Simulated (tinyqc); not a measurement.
# Memristor with linear dopant drift, Biolek window: effects of single changes

A film of thickness D has a doped share x: R = Ron x + Roff (1 - x), i = v/R, dx/dt = k i F with k = mv Ron/D^2 and F = 1 - x^(2 p) for i >= 0 and 1 - (x - 1)^(2 p) for i < 0. The drive is v = V0 sin(2 pi f t). The model has no threshold and no heating.

Parameters, values chosen for the exercise:
- Ron = 100 ohm (resistance of the fully doped film)
- Roff = 10000 ohm (resistance of the undoped film)
- D = 8 nm (film thickness)
- mv = 3.3e-14 m^2/(V s) (dopant mobility)
- x0 = 0.32 (doped share at t = 0)
- V0 = 1 V (amplitude)
- p = 5 (window exponent)
- f = 14 Hz (frequency)

Each table varies one quantity; the others keep the values above.

## Effect of the window exponent on the first half period

The equation is integrated to convergence over the first half period; the lobe area is the integral of i dv, down branch less up branch.

Effect of the window exponent on the first half period:
```
p   x at half period  R0/R(half period)  peak i (uA)  lobe area (uW)
1             0.4830              1.309        166.9           14.93
2             0.5131              1.389        170.6           18.54
3             0.5192              1.406        171.2           19.27
5             0.5207              1.410        171.3           19.44
8             0.5208              1.410        171.3           19.44
12            0.5208              1.410        171.3           19.44
```

As p goes from 1 to 12, x at half period rises from 0.483 to 0.521, the resistance ratio rises from 1.31 to 1.41 and the lobe area rises from 14.9 to 19.4 uW.

## Effect of the frequency on the first half period

Same model as above.

Results:
```
f (Hz)  x at half period  R0/R(half period)  peak i (uA)  lobe area (uW)
14                0.5207              1.410        171.3           19.44
24                0.4286              1.187        158.9           9.050
40                0.3829              1.100        153.4           4.884
68                0.3563              1.055        150.3           2.705
120               0.3403              1.030        148.6           1.480
200               0.3321              1.018        147.7          0.8720
560               0.3243              1.006        146.8          0.3061
```

Estimate the missing row, f = 330 Hz.

Computed row:
```
f (Hz)  x at half period  R0/R(half period)  peak i (uA)  lobe area (uW)
330               0.3273              1.011        147.1          0.5229
```

With this row back in the table: As f goes from 14 to 560 Hz, x at half period falls from 0.521 to 0.324, the resistance ratio falls from 1.41 to 1.01 and the lobe area falls from 19.4 to 0.306 uW. Between the last two rows the area goes as f^(-1.01): at high frequency too little charge passes, and the loop closes to the line of a fixed resistor.

Numbers from tinyqc (`OMP_NUM_THREADS=1 python tinyqc.py 2880003 2880004 out.jsonl`; about 0.1 s on one thread of a shared Intel Xeon 2.30GHz).
